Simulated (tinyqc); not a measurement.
From results back to parameters: Wannier function of the lower band of a two-orbital chain. Three cases, with inputs chosen for the exercise.

Problem. A band E(k) = H0 + 2 H1 cos(ka) + 2 H2 cos(2ka) is known at k = 0, pi/2a and pi/a. The values come from hidden hoppings; c = hbar^2/2m0.

Constants: hbar^2/2m0 = 3.80998211 eV angstrom^2.
Find: H0, H1, H2; m0/m at k = 0.

Method. H0 = (E0 + 2 E1 + E2)/4, H1 = (E0 - E2)/4, H2 = (E0 - 2 E1 + E2)/8; the curvature at k = 0 gives m0/m = -(H1 + 4 H2) a^2/c.

Case 1.

Values chosen: a = 3.2 angstrom (period).

E (eV): 0 -3.1270, pi/2a -2.9070, pi/a -2.1190

Solution.

H0, H1, H2 (eV): -2.765  -0.252  0.071

m0/m at k = 0 = -0.086

Case 2.

Values chosen: a = 4.5 angstrom (period).

E (eV): 0 -3.1990, pi/2a -3.0690, pi/a -2.2670

Solution.

H0, H1, H2 (eV): -2.901  -0.233  0.084

m0/m at k = 0 = -0.547

Case 3.

Values chosen: a = 4.8 angstrom (period).

E (eV): 0 -1.7220, pi/2a -1.2580, pi/a -0.8100

Solution.

H0, H1, H2 (eV): -1.262  -0.228  -0.002

m0/m at k = 0 = 1.427

Computed by tinyqc, one run a case: `OMP_NUM_THREADS=1 python tinyqc.py N N+1 out.jsonl` with N = 1450714, 1450774, 1450775; one thread of a shared Intel(R) Xeon(R) Processor @ 2.30GHz, about 0.2 s a run at most.
